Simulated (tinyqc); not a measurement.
From results back to parameters: effective mass of the conduction band from tabulated energies. Four cases, with inputs chosen for the exercise.

Problem. A band follows E (1 + alpha E) = c k^2/m, c = hbar^2/2m0. Its energies at two wave vectors are given.

Constants: hbar^2/2m0 = 3.80998211 eV angstrom^2.

Case 1.

Values chosen (out of a larger set: band of an eight-band Kane model near GaSb; not measured data): k12 = (0.0186, 0.0496) 1/angstrom (two wave vectors).

energies (meV): 32.15547  193.31865

Case 2.

Values chosen (out of a larger set: band of an eight-band Kane model near GaSb; not measured data): k12 = (0.021, 0.056) 1/angstrom (two wave vectors).

energies (meV): 40.74550  228.90049

Case 3.

Values chosen (out of a larger set: band of an eight-band Kane model near InP; not measured data): k12 = (0.0165, 0.044) 1/angstrom (two wave vectors).

energies (meV): 13.21422  90.03806

Case 4.

Values chosen (out of a larger set: band of an eight-band Kane model near CdTe; not measured data): k12 = (0.015, 0.04) 1/angstrom (two wave vectors).

energies (meV): 8.74212  60.14057

Find: y = c k^2/E; m; alpha.
Solution. y = m + m alpha E is a straight line through the two points.

Case 1.

y = c k^2/E (m0): 0.04099  0.04849
m = 0.0395 m0
alpha = 1.18 1/eV

Case 2.

y = c k^2/E (m0): 0.04124  0.05220
m = 0.0389 m0
alpha = 1.50 1/eV

Case 3.

y = c k^2/E (m0): 0.07850  0.08192
m = 0.0779 m0
alpha = 0.57 1/eV

Case 4.

y = c k^2/E (m0): 0.09806  0.10136
m = 0.0975 m0
alpha = 0.66 1/eV

Computed by tinyqc, one run a case: `OMP_NUM_THREADS=1 python tinyqc.py N N+1 out.jsonl` with N = 1851280, 1851291, 1880024, 1880035; one thread of a shared Intel(R) Xeon(R) Processor @ 2.30GHz, about 0.01 s a run at most.
